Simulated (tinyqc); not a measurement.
Effective-mass impurity with a central-cell term, in a basis of Slater functions: one step, computed by the program tinyqc.

The envelope obeys H = -nabla^2 - (2/r) [Z + A exp(-kappa r)] in effective units, with kappa = a*/lambda; positive A deepens the well near the core.

Question. Generalised eigenproblem. (T + V + W) c = E S c with c^T S c = 1 and the largest component positive.

Impurity: donor, one isotropic band.

kinetic T (Ry*):
```
           1          2
1     0.1681  0.3180255
2  0.3180255   1.225449
```

Coulomb V (Ry*):
```
           1          2
1      -0.82  -1.062958
2  -1.062958     -2.214
```

central cell W (Ry*):
```
               1             2
1  -9.473119e-04  -0.004177457
2   -0.004177457   -0.01842209
```

overlap S:
```
          1         2
1  1.000000  0.700697
2  0.700697  1.000000
```

Give: two lowest levels; coefficients of the lowest state; <T>; <W>.

Answer.

two lowest levels (Ry*): -1.012  -0.187

coefficients of the lowest state: 0.1040  0.9244

<T> = 1.110 Ry*

<W> = -0.01655 Ry*
